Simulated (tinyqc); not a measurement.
Metal-interlayer-semiconductor contact, depinning against tunnelling resistance: one step of the calculation.

Zero bias, n-type semiconductor. Gap states at the semiconductor surface thin out as exp(-be ti), which unpins the barrier; electrons must then cross the interlayer (a rectangular barrier, no voltage drop across it) and the parabolic depleted layer, both by WKB. Energies E are counted from the Fermi level; no image force, parabolic bands.

Problem. Exponents and integrand on an energy grid. With U = phiB - xi: for xi < E < phiB, y = (E - xi)/U and G1 = (U/E00) [sqrt(1 - y) - y ln((1 + sqrt(1 - y))/sqrt(y))], G1 = 0 above phiB; G2 = 2 ti sqrt(mi max(phiB + dE - E, 0)/C), C = hbar^2/(2 m0); f = 1/(1 + exp(E/Vt)); integrand exp(-G1 - G2) f.

Inputs (values chosen for the exercise); semiconductor values close to those of 4H silicon carbide; interlayer mass of the order of that in hafnium oxide, offset chosen freely:
```
symbol  value  unit                                                           meaning
T         300     K                                                       temperature
ti        1.3    nm                                              interlayer thickness
dE       1.57    eV  conduction-band offset of the interlayer above the semiconductor
mi        0.2    m0                                 tunnelling mass in the interlayer
```

Constants: q = 1.602176634e-19 C, kB = 1.380649e-23 J/K, hbar = 1.054571817e-34 J s, m0 = 9.1093837015e-31 kg, Vt = kB T/q, hbar^2/(2 m0) = 0.0380998212 eV nm^2. Results are converted to the units shown.

E, point 0 to 12 (eV): -0.02  0.00917  0.03833  0.0675  0.09667  0.12583  0.155  0.18417  0.21333  0.2425  0.27167  0.30083  0.33
phiB = 0.38399405 eV
xi = -0.029044686 eV
E00 = 0.069654717 eV

Wanted: G1; G2; f; integrand.

Solution.

```
point	G1	G2	f	integrand (1e-7)
0	5.527	8.370	0.6843	6.310
1	4.629	8.307	0.4122	9.932
2	3.919	8.245	0.1850	9.646
3	3.312	8.182	0.06843	6.976
4	2.778	8.118	0.02322	4.303
5	2.302	8.054	0.007635	2.426
6	1.877	7.990	0.002483	1.288
7	1.496	7.925	8.049e-4	0.652
8	1.157	7.859	2.607e-4	0.317
9	0.857	7.793	8.436e-5	0.148
10	0.595	7.726	2.730e-5	0.066
11	0.373	7.659	8.836e-6	0.029
12	0.192	7.591	2.859e-6	0.012
```

Range of the model: The depletion charge would drop about 0.14 V across such an interlayer (eps_r near 20) at ti = 1.3 nm and Nd = 2.9e19 cm^-3, against a band bending of 0.41 V; this model leaves that drop out.

Numbers from tinyqc (`OMP_NUM_THREADS=1 python tinyqc.py 2270014 2270015 out.jsonl`; about 0.02 s on one thread of a shared Intel Xeon 2.30GHz).
